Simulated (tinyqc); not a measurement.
Pariser-Parr-Pople SCF with singles CI, for the molecule c1ccc2ccccc2c1 (SMILES; centres numbered as the heavy atoms are written), step by step. One step of it, computed by the program tinyqc.

Problem. Singles CI, triplets. Over the 6 single excitations with the smallest orbital gaps: A = (e_a - e_i) delta - (ij|ab), with (pq|rs) = sum c_mp c_mq gamma_mn c_nr c_ns.

orbital energies (eV): -15.405357  -13.406867  -12.293539  -11.058419  -10.014823  -1.175177  -0.131581  1.103539  2.216867  4.215357

coefficients:
```
          MO1        MO2        MO3        MO4        MO5        MO6        MO7        MO8
1C   0.244253   0.423886  -0.189652  -0.392903  -0.265181  -0.265181   0.392903  -0.189652
2C   0.244253   0.423886   0.189652  -0.392903   0.265181  -0.265181  -0.392903  -0.189652
3C   0.302080   0.265181   0.398406  -0.004516   0.423886   0.423886   0.004516   0.398406
4C   0.445169   0.000000   0.332581   0.437280   0.000000   0.000000   0.437280  -0.332581
5C   0.302080  -0.265181   0.398406  -0.004516  -0.423886  -0.423886   0.004516   0.398406
6C   0.244253  -0.423886   0.189652  -0.392903  -0.265181   0.265181  -0.392903  -0.189652
7C   0.244253  -0.423886  -0.189652  -0.392903   0.265181   0.265181   0.392903  -0.189652
8C   0.302080  -0.265181  -0.398406  -0.004516   0.423886  -0.423886  -0.004516   0.398406
9C   0.445169   0.000000  -0.332581   0.437280   0.000000   0.000000  -0.437280  -0.332581
10C  0.302080   0.265181  -0.398406  -0.004516  -0.423886   0.423886  -0.004516   0.398406

           MO9       MO10
1C    0.423886  -0.244253
2C   -0.423886   0.244253
3C    0.265181  -0.302080
4C    0.000000   0.445169
5C   -0.265181  -0.302080
6C    0.423886   0.244253
7C   -0.423886  -0.244253
8C    0.265181   0.302080
9C    0.000000  -0.445169
10C  -0.265181   0.302080
```

repulsion gamma_rs (eV), lower triangle:
```
            1C         2C         3C         4C         5C         6C         7C         8C
1C   11.130000
2C    7.553862  11.130000
3C    5.238761   7.552439  11.130000
4C    4.668310   5.239019   7.554960  11.130000
5C    3.276745   3.670370   5.240702   7.554960  11.130000
6C    2.763225   2.868686   3.670370   5.239019   7.552439  11.130000
7C    2.868686   2.763225   3.276745   4.668310   5.238761   7.553862  11.130000
8C    3.670370   3.276745   3.670607   5.239602   4.668463   5.238761   7.552439  11.130000
9C    5.239019   4.668310   5.239602   7.553862   5.239602   4.668310   5.239019   7.554960
10C   7.552439   5.238761   4.668463   5.239602   3.670607   3.276745   3.670370   5.240702

            9C        10C
9C   11.130000
10C   7.554960  11.130000
```

Give: triplet CI matrix; triplet excitation energies.

Solution.

triplet CI matrix (eV), lower triangle:
```
        5>6     5>7     4>6     4>7      5>8     3>6
5>6  3.1725
5>7  0.0000  4.3457
4>6  0.0000  0.1538  4.3457
4>7  0.1538  0.0000  0.0000  4.9022
5>8  0.0000  0.0000  0.0000  0.0000   5.3366
3>6  0.0000  0.0000  0.0000  0.0000  -1.3148  5.3366
```

triplet excitation energies (eV): 3.1589  4.0218  4.1919  4.4996  4.9158  6.6514
